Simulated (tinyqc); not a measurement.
## Doping and barrier from two capacitances

Inverse problem. A Schottky diode on a uniformly doped n-type layer obeys (A/C)^2 = 2 (Vbi - V - Vt)/(q eps0 eps_r Nd) in reverse bias, with phiB = Vbi + Vt ln(Nc/Nd) and image force ignored. Find Nd, Vbi and phiB.

Inputs (values chosen for the exercise); band and dielectric values close to those of indium phosphide: temperature T = 350 K; relative permittivity eps_r = 12.4; conduction-band density of states at T Nc = 7.13e17 cm^-3; diode area A = 0.00019 cm^2.

Constants: q = 1.602176634e-19 C, kB = 1.380649e-23 J/K, Vt = kB T/q, eps0 = 8.8541878128e-14 F/cm where lengths are in cm. Results are converted to the units shown.

C at V = 0 and -7 V (pF): [25.943686, 8.0938386]

Answer. The slope of (A/C)^2 against -V gives Nd, the intercept Vbi - Vt, and the Fermi-level depth Vt ln(Nc/Nd) is added for the barrier.

Nd = 1.600e17 cm^-3
Vbi = 0.7849 V
phiB = 0.8300 eV

tinyqc, about 0.06 s, one thread, Intel Xeon 2.30GHz (shared host): `OMP_NUM_THREADS=1 python tinyqc.py 2020042 2020043 out.jsonl`
